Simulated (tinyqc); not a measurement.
Segment and feed resistance from two drops.

Inverse problem. A rail is fed at one end through Rq; K loads of Ij follow, each after a segment Rs. The drop at load j is K Ij Rq + Rs Ij sum_(l=1..j) (K - l + 1). Find Rs, Rq and the worst drop, at the middle, if the rail were fed through Rq at both ends: K Ij Rq/2 + Rs Ij K^2/8 with the load taken as continuous.

Inputs (values chosen for the exercise):
- K = 9 (number of equal loads)
- Ij = 1.3 mA (current of each load)

drops at the first and at the last load (mV): 12.402000  53.118000

Answer. The difference of the two drops is Rs Ij K (K - 1)/2, which gives Rs; the first drop then gives Rq.

Rs = 0.870 ohm
Rq = 0.190 ohm
drop at the middle with two feeds = 12.6 mV

tinyqc, about 0.1 s, one thread, Intel Xeon 2.30GHz (shared host): `OMP_NUM_THREADS=1 python tinyqc.py 2770104 2770105 out.jsonl`
